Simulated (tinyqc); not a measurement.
Transistor under a ferroelectric capacitor (negative capacitance), static model: two steps of the calculation.

A ferroelectric film of thickness tf lies between the gate and an inner metal at potential v, which drives an ordinary transistor. One domain, P = Q (background permittivity neglected): Vg = v + tf (2 al Q + 4 be Q^3), al = -3 sqrt(3) Ec/(4 Pr), be = 3 sqrt(3) Ec/(8 Pr^3). Gate charge Q(v) = Qi + Cp v with the channel charge Qi = Cox n Vt ln(1 + exp((v - VT)/(n Vt))). Q in uC/cm^2, E in kV/cm; 1 nm times 1 kV/cm is 1e-4 V. Domains, leakage and the switching time are left out.

Values chosen for this exercise; Pr and Ec close to those of hafnium oxide based films:

| symbol | value | unit | meaning |
|---|---|---|---|
| T | 325 | K | temperature |
| Pr | 8 | uC/cm^2 | remanent polarisation |
| Ec | 800 | kV/cm | coercive field |
| Cox | 2.5 | uF/cm^2 | capacitance of the inner oxide |
| Cp | 0.35 | uF/cm^2 | overlap capacitance per gate area |
| VT | 0.31 | V | threshold of the inner transistor |
| n | 1.14 |  | subthreshold factor of the inner transistor |
| tf | 4.6 | nm | ferroelectric thickness |

Constants: q = 1.602176634e-19 C, kB = 1.380649e-23 J/K, Vt = kB T/q. Results are converted to the units shown.

Problem 1. Landau coefficients and capacitance at zero charge. al = -3 sqrt(3) Ec/(4 Pr), be = 3 sqrt(3) Ec/(8 Pr^3); C_FE(0) = 1/(2 al tf); far below threshold the gain is 1/(1 + 2 al tf Cp) near Q = 0 and the swing n Vt ln 10/gain.

Find: al; be; C_FE(0); gain near Q = 0; swing.

Solution 1.

al = -129.9 kV cm/uC
be = 1.015 kV cm^5/uC^3
C_FE(0) = -8.367 uF/cm^2
gain near Q = 0 = 1.044
swing = 70.44 mV/decade

Problem 2. Gate voltage against inner potential. Q(v) and Vg(v) as above. C = dQ/dv = Cox/(1 + exp(-(v - VT)/(n Vt))) + Cp; dVg/dv = 1 + C tf (2 al + 12 be Q^2); gain = dv/dVg.

```
point,v (V)
0,0
1,0.15
2,0.3
3,0.45
4,0.6
5,0.75
6,0.9
7,1.05
8,1.2
```

al = -129.90381 kV cm/uC
be = 1.0148735 kV cm^5/uC^3

Wanted: Q; C; Vg; dVg/dv.

Solution 2.

```
point,Q (uC/cm^2),C (uF/cm^2),Vg (V),dVg/dv
0,0.000,0.3502,0.0000,0.9582
1,0.053,0.3665,0.1437,0.9562
2,0.149,1.406,0.2822,0.8322
3,0.508,2.819,0.3895,0.6672
4,0.935,2.850,0.4898,0.6734
5,1.363,2.850,0.5919,0.6890
6,1.790,2.850,0.6968,0.7105
7,2.218,2.850,0.8053,0.7379
8,2.645,2.850,0.9184,0.7711
```

dVg/dv is positive at all listed points; its smallest value, 0.667, means a gain of 1.50. Minimising dVg/dv over v puts the thickness at which the fold first appears at 13.8 nm.

tinyqc, about 0.02 s, one thread, Intel Xeon 2.30GHz (shared host): `OMP_NUM_THREADS=1 python tinyqc.py 2860033 2860034 out.jsonl`
